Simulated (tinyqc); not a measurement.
Raising U: Hubbard chain of 4 sites, mean field against exact. Computed by the program tinyqc. 

one-body matrix (hopping and site energies) (eV):
```
         1        2        3        4
1   0.0000  -1.5900   0.0000   0.0000
2  -1.5900   0.0000  -1.5900   0.0000
3   0.0000  -1.5900   0.0000  -1.5900
4   0.0000   0.0000  -1.5900   0.0000
```

electrons, up and down: 2  2

Collinear unrestricted mean field (the lowest of 40 random starts) against exact diagonalisation.

Exact and mean-field results (eV):
```
U          U/t   E exact  E mean field  mean |n_up - n_down|  double occupancy, exact  first gap in the sector
0.800    0.503  -6.35247      -6.31070                 0.000                    0.224                    1.743
1.590    1.000  -5.68483      -5.52070                 0.000                    0.199                    1.556
3.180    2.000  -4.57275      -3.97029                 0.393                    0.152                    1.254
4.770    3.000  -3.73241      -2.92877                 0.697                    0.114                    1.029
6.360    4.000  -3.10550      -2.28057                 0.820                    0.085                    0.859
9.540    6.000  -2.27678      -1.55979                 0.918                    0.049                    0.632
12.720   8.000  -1.77630      -1.17989                 0.953                    0.031                    0.494
19.080  12.000  -1.22123      -0.79129                 0.979                    0.015                    0.340
31.800  20.000  -0.74511      -0.47620                 0.993                    0.006                    0.207
```

In absolute terms mean field is worst at U/t = 4.0, 0.825 eV too high: at small U it is nearly exact, and at large U it misses only exchange-scale energies. Its local moments set in at U/t = 2.0 of those listed, a broken symmetry that the exact state of a finite cluster with equal spins does not have. Relative to the exact energy its error is 0.7 % at the smallest U, 36 % at most and 36 % at the largest. The double occupancy falls from 0.224 to 0.006; at the largest U the first gap is 0.65 times the exchange scale 4t^2/U.
